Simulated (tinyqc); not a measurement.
Comparisons within one model: quaternary alloy A(x)B(1-x)C(y)D(1-y) matched to a substrate. A value that a table varies takes the place of the one given here.

Q(x,y) = x y Q_AC + x (1 - y) Q_AD + (1 - x) y Q_BC + (1 - x)(1 - y) Q_BD for the lattice constant. Gap, rule 1: Q(x,y) - x (1 - x)[y C_ABC + (1 - y) C_ABD] - y (1 - y)[x C_ACD + (1 - x) C_BCD]. Rule 2 (mean of ternaries): {x (1 - x)[y T_ABC(x) + (1 - y) T_ABD(x)] + y (1 - y)[x T_ACD(y) + (1 - x) T_BCD(y)]}/{x (1 - x) + y (1 - y)}, T_ABC(x) = x E_AC + (1 - x) E_BC - C_ABC x (1 - x), T_ACD(y) = y E_AC + (1 - y) E_AD - C_ACD y (1 - y), and alike. Only the Gamma valley is followed.

Matching a(x,y) = a_s gives x = (a_s - y a_BC - (1 - y) a_BD)/(y (a_AC - a_BC) + (1 - y)(a_AD - a_BD)).
Constants: hc = 1239.841984 eV nm.

Values chosen for the exercise (AC, AD, BC, BD near GaAs, GaSb, InAs and InSb; substrate near InP; the results hold for these values, not for the real material):
- a = (5.655, 6.09, 6.061, 6.482) angstrom (lattice constants of AC, AD, BC, BD)
- Eg = (1.533, 0.805, 0.417, 0.236) eV (gaps at Gamma of AC, AD, BC, BD)
- Cb = (0.483, 0.362, 1.263, 0.586) eV (bowing of ABC, ABD, ACD, BCD)
- a_s = 5.873 angstrom (substrate)
- y = 0.64 (fraction of C)

## Along the matched line

x follows from y.

Results:
```
y          x  bilinear (eV)  rule 1 (eV)  rule 2 (eV)  wavelength 1 (nm)  wavelength 2 (nm)
0.51  0.9878         1.1660       0.8473       0.8665               1463               1431
0.57  0.9226         1.1518       0.8243       0.9151               1504               1355
0.63  0.8577         1.1336       0.8082       0.9367               1534               1324
0.69  0.7930         1.1114       0.7981       0.9438               1554               1314
0.75  0.7286         1.0852       0.7933       0.9408               1563               1318
0.81  0.6644         1.0551       0.7931       0.9293               1563               1334
0.87  0.6005         1.0210       0.7966       0.9088               1556               1364
0.93  0.5369         0.9830       0.8032       0.8767               1544               1414
0.99  0.4736         0.9411       0.8120       0.8253               1527               1502
```

The matched alloys span 0.793 to 0.847 eV by rule 1, with the lowest value inside the range, at y = 0.81. Along the line dx/dy is -1.087 between the first two rows and -1.056 between the last two. In energy the two rules differ most at y = 0.75, by 147 meV (245 nm there), which measures how far the ternary data leave the interior open. Miscibility gaps are not considered.

## What each parameter does

x is matched anew each time. Each row changes one parameter from the base and keeps the others.

Results:
```
case                                           x  rule 1 (eV)  rule 2 (eV)
base                                      0.8469       0.8061       0.9387
y = 0.65                                  0.8361       0.8042       0.9404
a_s = 5.877 angstrom                      0.8369       0.7955       0.9319
Cb = (0.58, 0.434, 1.516, 0.703) eV       0.8469       0.7412       0.9004
Eg = (1.583, 0.805, 0.417, 0.236) eV      0.8469       0.8332       0.9658
a = (5.665, 6.09, 6.061, 6.482) angstrom  0.8606       0.8208       0.9477
```

The largest shifts from the base row, up to three for each result and ties (the steps differ in size, so this ranks the rows, not the parameters). x: a +0.0137, y -0.0108, a_s -0.0100; unchanged at the printed digits by Cb and Eg. rule 1 (eV): Cb -0.0649, Eg +0.0271, a +0.0148. rule 2 (eV): Cb -0.0383, Eg +0.0271, a +0.0089.

Program tinyqc; command `OMP_NUM_THREADS=1 python tinyqc.py 1050387 1050388 out.jsonl`; about 0.01 s on one thread of a shared Intel(R) Xeon(R) Processor @ 2.30GHz.
